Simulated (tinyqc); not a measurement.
Mirror strength against the number of periods: longitudinal sound in a periodic multilayer: transfer matrices, stop bands and folded phonons. Computed by tinyqc, a small Python program. Command: `OMP_NUM_THREADS=1 python tinyqc.py 3015226 3015227 out.jsonl multilayer walk`. One thread of a shared host (Intel(R) Xeon(R) Processor @ 2.30GHz), about 0.01 s of CPU time with the checks.

Layers 1 and 2 repeat with period d = d_1 + d_2; waves travel normal to the layers, without loss. State vector (u, s): displacement u and stress divided by omega. Impedances Z = rho v are in 1e6 kg/(m^2 s).

Inputs (values chosen for the exercise, modelled on gallium nitride (layer 1), aluminium nitride (layer 2) and gallium arsenide (substrate)):

| quantity | value | unit |
|---|---|---|
| density rho_1 | 6.14 | g/cm^3 |
| velocity v_1 | 8000 | m/s |
| thickness d_1 | 3.68 | nm |
| density rho_2 | 3.31 | g/cm^3 |
| velocity v_2 | 10800 | m/s |
| thickness d_2 | 5.05 | nm |
| substrate density | 5.23 | g/cm^3 |
| substrate velocity | 4690 | m/s |
| frequency f | 762 | GHz |

Method:
- Z = rho v; interface reflection r = (Z_2 - Z_1)/(Z_2 + Z_1) (stress amplitude, from 1 into 2); Bragg frequency f_B = 1/[2 (d_1/v_1 + d_2/v_2)]; long-wave velocity v_eff = d/sqrt[(d_1/v_1)^2 + (d_2/v_2)^2 + (Z_1/Z_2 + Z_2/Z_1)(d_1/v_1)(d_2/v_2)].
- A layer maps (u, s) by [[cos p, sin p/Z], [-Z sin p, cos p]], p = 2 pi f d_i/v_i; one period is M = M_2 M_1, and cos(q d) = trace(M)/2.
- For N periods A = M^N. A wave comes from a thick layer of material 1 and leaves into the substrate (Z_s): transmitted power T = 4 Z_1 Z_s/|Z_1 A_22 + Z_s A_11 - i (Z_1 Z_s A_12 - A_21)|^2, reflected power R = 1 - T.

Bragg frequency f_B = 539.030 GHz

Z_2 = 35.748

Z_1 = 49.12

Z of the substrate = 24.5287

trace(M)/2 = -0.300221

Transmitted power:

| N | T at f_B | T at f_B (dB) | T at f |
|---|---|---|---|
| 1 | 0.99911 | -0.0038527 | 0.95359 |
| 2 | 0.92125 | -0.35620 | 0.84020 |
| 3 | 0.70693 | -1.5063 | 0.96620 |
| 4 | 0.47045 | -3.2748 | 0.87114 |
| 6 | 0.16221 | -7.8992 | 0.94864 |
| 8 | 0.048414 | -13.150 | 0.96910 |
| 12 | 0.0038982 | -24.091 | 0.84274 |
| 16 | 3.0739e-04 | -35.123 | 0.93773 |
| 24 | 1.9047e-06 | -57.202 | 0.85365 |

What follows from these numbers?

At f_B each further period removes 2.76 dB at large N, which is 20 log10 of the impedance ratio, 2.76 dB, as for a quarter-wave stack; 99 % reflection needs N = 12 among these rows. At f, in a pass band, T does not decay with N. Caution: at these frequencies damping, strong in glasses, and rough interfaces, both left out here, can weaken the stop bands; layers only a few atoms thick are also beyond continuum acoustics.
